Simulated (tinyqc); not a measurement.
Electron-beam lithography: double-Gaussian proximity function, edge placement and dose correction for parallel lines: one step, computed by the program tinyqc. Command: `OMP_NUM_THREADS=1 python tinyqc.py 3113315 3113316 out.jsonl proximity walk`. One thread of a shared host (Intel(R) Xeon(R) Processor @ 2.30GHz), about 0.01 s of CPU time with the checks.

Lines are infinitely long. Absorbed energy is counted so that the middle of a very large area written at dose 1 receives 1; the resist develops where it exceeds 1/2.

Question. Shot noise and writing time. With dose = d_s D0: electrons per pixel N = dose x pixel area/e; relative noise 1/sqrt(N); time per cm^2 of pattern area = dose x density/current; pixel rate = current/(dose x pixel area).

Inputs (values chosen for the exercise, of the order of those for 10 keV electrons in resist on silicon): beam current = 18 nA; pixel size = 10 nm; pattern density around the test line = 0.39.

dose = 146.9322 microcoulomb/cm^2

Constants: e = 1.602176634e-19 C.

Give: electrons per pixel; shot noise; writing time per cm^2; pixel rate.

Answer.

electrons per pixel = 917.1

shot noise = 3.302 %

writing time per cm^2 = 0.8843 h

pixel rate = 122.5 MHz
